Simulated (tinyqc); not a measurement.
# Hexagonal on-chip spiral inductor, lumped pi model: two studies

Outer diameter do = di + 2 n wd + 2 (n - 1) sp, mean da = (do + di)/2, fill p = (do - di)/(do + di), length l = 3.464 n da. L = 2.33 mu0 n^2 da/(1 + 3.82 p), mu0 = 4 pi 1e-7 H/m. Rs = rho l/(wd delta (1 - exp(-th/delta))), delta = sqrt(rho/(pi f mu0)). Cs = n wd^2 eps0 eo/hu across the coil. At each end Cox = l wd eps0 eo/(2 ho) leads to the substrate branch Rsi = 2 rs he/(l wd) in parallel with Csi = l wd eps0 11.7/(2 he). With one end grounded Y = 1/(Rs + i w L) + i w Cs + 1/[1/(i w Cox) + 1/(1/Rsi + i w Csi)], w = 2 pi f; Q = -Im Y/Re Y. Eddy currents in neighbouring turns and in the substrate are left out.

Inputs (values chosen for the exercise); values of the order met in silicon radio-frequency processes:
- n = 4.5 (number of turns)
- wd = 10 um (line width)
- sp = 2 um (space between turns)
- di = 40 um (inner diameter)
- th = 4 um (metal thickness)
- rho = 1.9 uohm cm (metal resistivity)
- ho = 9.1 um (oxide below the coil)
- hu = 1.5 um (oxide between coil and underpass)
- eo = 3.9 (relative permittivity of the oxide)
- rs = 1000 ohm cm (substrate resistivity)
- he = 50 um (effective spreading depth in the substrate)
- f = 4.3 GHz (frequency)

Constants: eps0 = 8.8541878128e-12 F/m. Results are converted to the units shown.

Each table varies one quantity; the others keep the values above.

## Quality factor against frequency

Apparent inductance Im(1/Y)/w; share of the loss Re(substrate branch)/Re Y.

Results:

| f (GHz) | Rs (ohm) | w L/Rs | Q | apparent inductance (nH) | loss in the substrate (%) |
|---|---|---|---|---|---|
| 0.45 | 1.181 | 4.135 | 4.133 | 1.727 | 0.01264 |
| 0.74 | 1.350 | 5.948 | 5.942 | 1.728 | 0.02930 |
| 1.2 | 1.574 | 8.270 | 8.248 | 1.730 | 0.06537 |
| 2 | 1.901 | 11.42 | 11.34 | 1.736 | 0.1494 |
| 3.2 | 2.310 | 15.03 | 14.77 | 1.751 | 0.3133 |
| 5.3 | 2.903 | 19.81 | 18.92 | 1.795 | 0.6804 |
| 14 | 4.652 | 32.65 | 23.24 | 2.354 | 2.892 |
| 23 | 5.958 | 41.88 | 11.02 | 6.131 | 5.904 |

Estimate the missing row, f = 8.6 GHz.

Computed row:

| f (GHz) | Rs (ohm) | w L/Rs | Q | apparent inductance (nH) | loss in the substrate (%) |
|---|---|---|---|---|---|
| 8.6 | 3.660 | 25.49 | 22.60 | 1.920 | 1.409 |

With this row back in the table: Q goes from 4.13 through a maximum of 23.2 (at f = 14 GHz among the rows listed) to 11.0; the exact peak is 23.7 at 11.8 GHz and Q reaches zero at the self-resonance, 27.1 GHz. The share of the substrate rises from 0.0126 to 5.90 %, and the apparent inductance ends at 3.55 times L. At the peak the substrate takes 2.26 % of the loss. For f = 23 the coil is longer than 0.15 of a wavelength in the oxide, where one lumped section is rough.

## Effect of the oxide below the coil

Same model as above.

Peak Q and its frequency from a search over f; self-resonance where Im Y = 0; Q at the given f (negative beyond resonance).

The same in every row: L (nH) = 1.727; do (um) = 144.0.

Effect of the oxide below the coil:

| ho (um) | peak Q | f of the peak (GHz) | self-resonance (GHz) | Q at f |
|---|---|---|---|---|
| 1 | 22.14 | 10.50 | 24.53 | 16.97 |
| 2 | 22.39 | 10.70 | 24.91 | 17.01 |
| 3 | 22.62 | 10.89 | 25.28 | 17.04 |
| 5 | 23.03 | 11.24 | 25.94 | 17.09 |
| 7 | 23.39 | 11.55 | 26.54 | 17.13 |
| 10 | 23.85 | 11.95 | 27.32 | 17.18 |
| 15 | 24.45 | 12.50 | 28.40 | 17.24 |

Read the table: what changes, and by how much?

As ho goes from 1 to 15, L stays at 1.73 nH, the peak Q rises from 22.1 to 24.5, its frequency rises from 10.5 to 12.5 GHz and the self-resonance rises from 24.5 to 28.4 GHz.

Program tinyqc, `OMP_NUM_THREADS=1 python tinyqc.py 2302079 2302080 out.jsonl`; Intel Xeon 2.30GHz, shared host, one thread, about 0.01 s.
